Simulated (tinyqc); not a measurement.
Debye-Callaway model of lattice thermal conductivity: one step, computed by the program tinyqc.

Three acoustic branches with one velocity v, cut at omega_D = k_B Theta/hbar; x = hbar omega/(k_B T). v and Theta are separate inputs: Theta cuts off the heat-carrying modes, so C need not reach 3 k_B/V. gamma is an effective value that sets the umklapp rate.

Task: The integrand on a coarse grid. Rates: point defects A omega^4; umklapp B omega^2 T exp(-Theta/(b T)) with B = hbar gamma^2/(M v^2 Theta); normal processes f_N B omega^2 T (T/Theta)^2. Boundaries: v/L. x runs in ten equal steps to min(Theta/T, 12); g = x^4 e^x/(e^x - 1)^2; tau_C is the inverse of all rates summed; the last column is c tau_C g with c = (k_B/(2 pi^2 v)) (k_B T/hbar)^3.

Inputs (values chosen for the exercise, modelled on diamond): sound velocity v = 13300 m/s; Debye temperature Theta = 2180 K; mean atomic mass M = 12.01 u; effective Grueneisen parameter gamma = 2.77; umklapp exponent divisor b = 3; Casimir length L = 780 micrometre; normal-process factor f_N = 4; temperature T = 20 K.

Sample: crystal. Point defects: isotopes. Normal processes: included.

Rayleigh coefficient A = 1.016469e-47 s^3

Constants: k_B = 1.380649e-23 J/K; hbar = 1.054571817e-34 J s; u = 1.6605390666e-27 kg.

Give: Integrand.

Result:

Integrand:
```
x          g   tau_C (s)  c tau_C g (W/(m K))
1.2   1.2790  5.8619e-08                70.78
2.4   3.6403  5.8496e-08               201.04
3.6   4.8508  5.8158e-08               266.34
4.8   4.4415  5.7416e-08               240.75
6.0   3.2284  5.6037e-08               170.80
7.2   2.0094  5.3801e-08               102.06
8.4   1.1201  5.0574e-08                53.48
9.6   0.5753  4.6388e-08                25.20
10.8  0.2775  4.1462e-08                10.86
12.0  0.1274  3.6155e-08                 4.35
```

Among these rows the integrand is largest at x = 3.60.
